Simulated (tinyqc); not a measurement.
## Single-junction solar cell, detailed-balance limit: effect of the concentration

Every photon above the gap Eg makes one pair and none below is absorbed; carriers thermalise at T and move without loss. Jsc = q fs X Phi(Eg, Ts); the dark current is J0 = q ge Phi(Eg, T)/ERE with the Boltzmann factor exp(V/Vt). The efficiency is the electrical power over fs X sigma Ts^4.

Photon flux above E from a black body at temperature T into a hemisphere: Phi(E, T) = A sum_k exp(-k E/th)[E^2 th/k + 2 E th^2/k^2 + 2 th^3/k^3], k = 1, 2, ..., with th = kB T/q in eV and A = 2 pi q^3/(h^3 c^2). J(V) = Jsc - J0 (exp(V/Vt) - 1); Voc = Vt ln(1 + Jsc/J0); at maximum power v = Vmp/Vt solves (1 + v) exp(v) = 1 + Jsc/J0. Pin = fs X sigma Ts^4, sigma = 2 pi^5 kB^4/(15 h^3 c^2). FF = Vmp Jmp/(Voc Jsc).

Inputs (values chosen for the exercise): cell temperature T = 300 K; temperature of the black-body sun Ts = 5760 K; share of the hemisphere filled by the sun fs = 2.16e-5; external radiative efficiency ERE = 0.0001; number of faces that emit ge = 1; band gap Eg = 1.13 eV.

Constants: q = 1.602176634e-19 C, kB = 1.380649e-23 J/K, h = 6.62607015e-34 J s, c = 299792458 m/s, Vt = kB T/q. Results are converted to the units shown.

Effect of the concentration:

| X | Jsc (mA/cm^2) | Voc (V) | Eg/q - Voc (V) | FF | efficiency (%) |
|---|---|---|---|---|---|
| 1 | 52.247 | 0.65259 | 0.47741 | 0.83771 | 21.186 |
| 3 | 156.74 | 0.68100 | 0.44900 | 0.84272 | 22.240 |
| 10 | 522.47 | 0.71212 | 0.41788 | 0.84782 | 23.397 |
| 30 | 1567.4 | 0.74052 | 0.38948 | 0.85217 | 24.455 |
| 100 | 5224.7 | 0.77165 | 0.35835 | 0.85664 | 25.617 |
| 300 | 15674 | 0.80005 | 0.32995 | 0.86046 | 26.678 |
| 1000 | 52247 | 0.83117 | 0.29883 | 0.86441 | 27.843 |
| 3000 | 1.5674e5 | 0.85957 | 0.27043 | 0.86780 | 28.907 |

As X goes from 1 to 3000, Jsc rises from 52.2 to 1.57e5 mA/cm^2, Voc rises from 0.653 to 0.860 V and the efficiency rises from 21.2 to 28.9 %. Voc gains 59.5 mV a decade of concentration (Vt ln 10), while Jsc/Pin stays the same. For X = 1000 to 3000 the current passes 20 A/cm^2, where series resistance and heating, left out here, would dominate.

Numbers from tinyqc (`OMP_NUM_THREADS=1 python tinyqc.py 2820125 2820126 out.jsonl`; about 0.01 s on one thread of a shared Intel Xeon 2.30GHz).
